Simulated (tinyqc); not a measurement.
# Worked calculation: thin film between two gates, subbands and threshold shift from confinement

Numbers from tinyqc (`OMP_NUM_THREADS=1 python tinyqc.py 2350070 2350071 out.jsonl`; about 0.03 s on one thread of a shared Intel Xeon 2.30GHz). Printed values are rounded.

Undoped body with a flat potential across it, hard walls, transport along x. One isotropic valley (g = 1, mx = my = mz = me). Non-parabolicity enters the subband edges through E (1 + al E) = gamma, so E = 2 gamma/(1 + sqrt(1 + 4 al gamma)); motion within a subband is taken as parabolic with the band-edge mass. Energies are counted from the bulk band edge.

Values chosen for this exercise; masses close to those of In0.53Ga0.47As:
```
symbol,value,unit,meaning
T,77,K,temperature
me,0.0405,m0,mass at the band edge
al,1.1,1/eV,non-parabolicity
t,5.1,nm,film thickness (along z)
dl,0.2,nm,widening of the box by penetration into the insulator
```

Constants: q = 1.602176634e-19 C, kB = 1.380649e-23 J/K, hbar = 1.054571817e-34 J s, m0 = 9.1093837015e-31 kg, Vt = kB T/q, hbar^2/(2 m0) = 0.0380998212 eV nm^2. Results are converted to the units shown.

Range of the model: Non-parabolicity also makes carriers heavier within each subband, which is left out, so densities of states are understated at high energy. Levels near or above 1 eV lie beyond real barriers and upper valleys; they are listed for the hard-wall model only.

## Lowest subbands

gamma = C (pi k/(t + dl))^2/mz, C = hbar^2/(2 m0). List the 3 lowest, labelled by quantum numbers, with degeneracy g and N_k: N_k = g sqrt(mx my) m0 kB T/(pi hbar^2).

```
subband,E_k (eV),g,N_k (cm^-2)
1,0.2575619,1,1.122576e11
2,0.7322792,1,1.122576e11
3,1.251614,1,1.122576e11
```

## Threshold shift

Each subband has N_k = g sqrt(mx my) m0 kB T/(pi hbar^2); without degeneracy n = exp(EF/Vt) sum N_k exp(-E_k/Vt). Classical value Nc times t, Nc = sum over valleys of 2 g (m m0 kB T/(2 pi hbar^2))^1.5 with m = (mx my mz)^(1/3). Threshold shift dVT = Vt ln(classical value/sum N_k exp(-E_k/Vt)). Use the subbands listed.

shares, subband 1 to 3 (%): [100.0000, 0.0000, 0.0000]
sum N_k exp(-E_k/Vt) = 1.557260e-6 cm^-2
Nc = 2.659554e16 cm^-3
classical value = 1.356372e10 cm^-2
dVT = 243.5388 mV

With all subbands dVT = 243.5 mV. The lowest edge lies at 258 meV; dVT is smaller than that, since sum N_k exp(-(E_k - E_1)/Vt) exceeds the classical value.
